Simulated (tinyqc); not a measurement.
Inputs raised by 2 %, one at a time: Keating valence-force model of a tetrahedral crystal. Computed by tinyqc, a small Python program. Command: `OMP_NUM_THREADS=1 python tinyqc.py 3024210 3024211 out.jsonl keating sens`. One thread of a shared host (Intel(R) Xeon(R) Processor @ 2.30GHz), about 0.2 s of CPU time with the checks.

Atom A sits at 0 and atom B at a/4 (1,1,1) of an fcc lattice; the four bonds from A are t = a/4 (1,1,1), a/4 (1,-1,-1), a/4 (-1,1,-1), a/4 (-1,-1,1), of length d = sqrt(3) a/4. Energy: E = (3 alpha/(8 d^2)) sum over bonds (r.r - d^2)^2 + (3 beta/(8 d^2)) sum over pairs of bonds at one atom (r_i.r_j + d^2/3)^2, with beta_A for the six pairs at A and beta_B for the six at B. The cell holds two atoms, Omega = a^3/4. 1 N/m = 1 J/m^2. With constants fitted to the elastic moduli this model puts optical and zone-boundary frequencies of real crystals too high, by up to about 20 % in elemental crystals and up to about 50 % in compounds, and mostly by more for TA modes; in compounds the lattice part of the static dielectric constant then comes out too low.

Inputs (values chosen for the exercise, modelled on aluminium arsenide): lattice constant a = 5.661 angstrom; mass M_A = 26.98 u; mass M_B = 74.92 u; bond stretching alpha = 42.9 N/m; bond bending beta_A = 10.6 N/m; bond bending beta_B = 10.6 N/m; Born charge Z* = 2.21 e; eps_inf = 7.98; mesh divisions n = 8; temperature T = 600 K.

Structure: zinc blende.

Constants: nu for 1 eV/(angstrom^2 u) = 15.6333042 THz; 1 eV/angstrom^2 = 16.02176634 J/m^2; 1 THz = 33.35640952 1/cm; e^2/(4 pi eps_0) = 14.39964548 eV angstrom; h x 1 THz = 4.135667696 meV; k_B = 8.617333262e-05 eV/K.

Method:
- beta = (beta_A + beta_B)/2; mu = M_A M_B/(M_A + M_B); lambda = 4 (alpha + beta)/mu with the springs in eV/angstrom^2; nu = 15.6333042 THz x sqrt(lambda).
- The long-range field adds 4 pi Z*^2 (e^2/(4 pi eps_0))/(eps_inf Omega mu) to lambda for the longitudinal mode at q -> 0; lambda = (nu/15.6333042 THz)^2; eps_0 = eps_inf (nu_LO/nu_TO)^2 (Lyddane-Sachs-Teller; here eps_0 is the static dielectric constant).
- With displacements u exp(i q.r), each bracket changes by g.u, where g = (g_A, g_B): bond t, g = (-2 t, 2 t exp(i q.t)); pair (i, j) at A, g = (-(t_i + t_j), t_i exp(i q.t_j) + t_j exp(i q.t_i)); pair at B, g = (-t_i exp(-i q.t_j) - t_j exp(-i q.t_i), t_i + t_j). Then D_mn = sum over the 4 bonds and 12 pairs of (4 k/a^2) conj(g_m) g_n / sqrt(M_m M_n), with k = alpha or beta converted to eV/angstrom^2. Only the short-range forces enter; the Coulomb field of the charges is left out.
- An eigenvalue lambda of D in eV/(angstrom^2 u) gives nu = 15.6333042 THz x sqrt(lambda).
- Take the lowest frequency at X = (1, 0, 0) 2 pi/a, the transverse acoustic (TA) mode.
- Mesh: q = sum_i (m_i + 1/2)/n b_i, m_i = 0..n-1, with b = [[-1, 1, 1], [1, -1, 1], [1, 1, -1]] in 2 pi/a; sums over the six modes are averaged over the n^3 points and halved, per atom.
- With x = h nu/(k_B T) and n = 1/(exp(x) - 1) for each mode: F = k_B T [x/2 + ln(1 - exp(-x))], U = k_B T x (n + 1/2), S/k_B = x n - ln(1 - exp(-x)), C/k_B = x^2 n (n + 1).
- The acoustic share counts the three lowest modes at each q; zero-point energy = sum h nu/2.

Runs:
```
input moved                     from       to  nu_LO at G (THz)  static dielectric constant  TA frequency at X (THz)  zero-point energy (meV/atom)
base run                           -        -             13.95                       9.439                    4.879                         52.49
lattice constant a (angstrom)  5.661  5.77422             13.89                       9.355                    4.879                         52.49
mass M_A (u)                   26.98  27.5196             13.85                       9.439                    4.870                         52.16
bond stretching alpha (N/m)     42.9   43.758             14.05                       9.416                    4.882                         52.85
bond bending beta_A (N/m)       10.6   10.812             13.96                       9.436                    4.901                         52.57
Born charge Z* (e)              2.21   2.2542             14.00                       9.498                    4.879                         52.49
eps_inf                         7.98   8.1396             13.93                       9.598                    4.879                         52.49
temperature T (K)                600      612             13.95                       9.439                    4.879                         52.49
```

Exponents ln(y'/y) / ln(x'/x):
```
input                  nu_LO at G  static dielectric constant  TA frequency at X  zero-point energy
lattice constant a         -0.226                      -0.452              0.000              0.000
mass M_A                   -0.367                       0.000             -0.086             -0.320
bond stretching alpha       0.340                      -0.123              0.037              0.346
bond bending beta_A         0.042                      -0.015              0.232              0.075
Born charge Z*              0.157                       0.314              0.000              0.000
eps_inf                    -0.077                       0.847              0.000              0.000
temperature T               0.000                       0.000              0.000              0.000
```

Which inputs matter most for each result?

Among the inputs moved here: nu_LO at G answers most in size to mass M_A (exponent -0.367), next to bond stretching alpha (+0.340); its exponent is below 0.0005 for temperature T. static dielectric constant answers most in size to eps_inf (exponent +0.847), next to lattice constant a (-0.452); its exponent is below 0.0005 for mass M_A, temperature T. TA frequency at X answers most in size to bond bending beta_A (exponent +0.232), next to mass M_A (-0.086); its exponent is below 0.0005 for lattice constant a, Born charge Z*, eps_inf, temperature T. zero-point energy answers most in size to bond stretching alpha (exponent +0.346), next to mass M_A (-0.320); its exponent is below 0.0005 for lattice constant a, Born charge Z*, eps_inf, temperature T.
